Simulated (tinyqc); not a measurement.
# Long-channel MOSFET, surface-potential model, step by step

tinyqc, about 0.08 s, one thread, Intel Xeon 2.30GHz (shared host): `OMP_NUM_THREADS=1 python tinyqc.py 2360111 2360112 out.jsonl` Printed values are rounded.

n-channel transistor on a uniformly doped p-type body, gradual-channel approximation, constant mobility, Boltzmann statistics, full ionisation. Potentials are counted from the neutral body; V is the electron quasi-Fermi potential, Vsb at the source and Vsb + Vds at the drain. Charges are magnitudes per area.

Parameters, values chosen for the exercise; material values close to those of 4H silicon carbide: temperature T = 300 K; band gap Eg = 3.2 eV; relative permittivity of the semiconductor eps_r = 9.57; conduction-band density of states at T Nc = 1.71e19 cm^-3; valence-band density of states at T Nv = 2.45e19 cm^-3; acceptor density of the body Na = 9.3e15 cm^-3; relative permittivity of the gate insulator eox = 3.72; insulator thickness tox = 2.6 nm; flat-band voltage Vfb = -2.51 V; channel mobility mu = 310 cm^2/(V s); gate width W = 10 um; gate length L = 1 um; source-body reverse bias Vsb = 2 V; gate-source voltage Vgs = 1.83 V; drain-source voltage Vds = 0.8 V.

Constants: q = 1.602176634e-19 C, kB = 1.380649e-23 J/K, Vt = kB T/q, eps0 = 8.8541878128e-14 F/cm where lengths are in cm. Results are converted to the units shown.

Range of the model: The surface field at the source is about 1.9 MV/cm, where quantisation and degeneracy of the inversion layer, left out here, matter.

## Body potential, insulator capacitance and body factor

ni = sqrt(Nc Nv) exp(-Eg/(2 Vt)), Eg in volts; phiF = Vt ln(Na/ni); Cox = eps0 eox/tox; gamma = sqrt(2 q eps0 eps_r Na)/Cox. VT = Vfb + 2 phiF + gamma sqrt(2 phiF + Vsb), m = 1 + gamma/(2 sqrt(2 phiF + Vsb)).

ni = 2.705603e-8 cm^-3
phiF = 1.401027 V
Cox = 1.266830 uF/cm^2
gamma = 0.03966648 V^0.5
VT = 0.3789776 V
m = 1.009051

## Iteration 1: surface potential at the source by Newton steps

psi at the start (the smaller of 2 phiF + Vsb + 4 Vt and the root without inversion charge) = 4.905460 V

With V = Vsb: G = psi - Vt + Vt e, e = exp((psi - 2 phiF - Vsb)/Vt); f = Vgs + Vsb - Vfb - psi - gamma sqrt(G); f' = -1 - gamma (1 + e)/(2 sqrt(G)); psi(new) = psi - f/f'.

G = 6.290963 V
f = 1.335049 V
f' = -1.439603
psi after iteration 1 = 5.832834 V

## Iteration 2: surface potential at the source by Newton steps

As before.

G = 5.355819e15 V
f = -2.902930e6 V
f' = -5.614518e7
psi after iteration 2 = 5.781130 V

The value that enters this step is an overshoot, farther from the solution than the start was, so its intermediate quantities are not physical.

## Course of the iteration: surface potential at the source by Newton steps

Stop when psi changes by less than 1e-10 V, or after 40 iterations.

Course of the iteration:
```
iteration,psi (V),|change| (V)
1,5.832834,0.927
2,5.781130,0.0517
3,5.729426,0.0517
4,5.677722,0.0517
5,5.626018,0.0517
6,5.574315,0.0517
7,5.522613,0.0517
8,5.470915,0.0517
9,5.419229,0.0517
...,...,...
13,5.214218,0.0505
14,5.165798,0.0484
15,5.122774,0.0430
16,5.091516,0.0313
17,5.077627,0.0139
18,5.075467,2.16e-3
19,5.075423,4.48e-5
20,5.075422,1.87e-8
21,5.075422,< 1e-13
```

Converged in 21 iterations. At the end the number of correct digits about doubles with each step.

## Charges and current of the charge-sheet model

psi_0 = 5.075422 V
psi_L = 5.827897 V

psi_0 and psi_L solve Vgs + Vsb - Vfb - psi = gamma sqrt(G) at V = Vsb and Vsb + Vds. Qi = Cox gamma [sqrt(G) - sqrt(psi - Vt)], G = psi - Vt + Vt exp((psi - 2 phiF - V)/Vt), at both ends. With U = Vgs + Vsb - Vfb: drift = mu (W/L) Cox [U (psi_L - psi_0) - (psi_L^2 - psi_0^2)/2 - (2/3) gamma ((psi_L - Vt)^1.5 - (psi_0 - Vt)^1.5)]; diffusion = mu (W/L) Vt (Qi0 - QiL).

Qi0 = 1489.085 nC/cm^2
QiL = 527.7069 nC/cm^2
drift current = 2352.145 uA
diffusion current = 77.04600 uA
drain current = 2429.191 uA

Drift carries 96.8 % of the current.

## Inversion charge along the channel

```
point,V (V)
0,2
1,2.1
2,2.2
3,2.3
4,2.4
5,2.5
6,2.6
7,2.7
8,2.8
```

The surface potential psi at channel potential V solves Vgs + Vsb - Vfb - psi = gamma sqrt(G), G = psi - Vt + Vt exp((psi - 2 phiF - V)/Vt). Charge sheet: Qi = Cox gamma [sqrt(G) - sqrt(psi - Vt)]. Pao-Sah: Qi = (Cox gamma/2) integral from 3 Vt to psi of exp((u - 2 phiF - V)/Vt)/sqrt(G(u, V)) du.

```
point,psi (V),"Qi, charge sheet (nC/cm^2)","Qi, Pao-Sah (nC/cm^2)"
0,5.075422,1489.085,1490.271
1,5.171320,1366.532,1367.659
2,5.266877,1244.423,1245.489
3,5.362034,1122.836,1123.839
4,5.456713,1001.869,1002.806
5,5.550810,881.6540,882.5217
6,5.644186,762.3683,763.1625
7,5.736645,644.2630,644.9782
8,5.827897,527.7069,528.3363
```

At the source the charge-sheet charge is 0.080 % below the Pao-Sah one.

## Pao-Sah current by Simpson's rule

I = mu (W/L) integral of Qi dV; Simpson's rule on the 9 points, step Vds/8, weights 1, 4, 2, ..., 4, 1 times step/3.

Pao-Sah current = 2492.143 uA

Gauss-Legendre quadrature on many points gives 2492 uA, so this value is within 0.01 % of it; the charge-sheet current, 2429 uA, is 2.5 % below it.
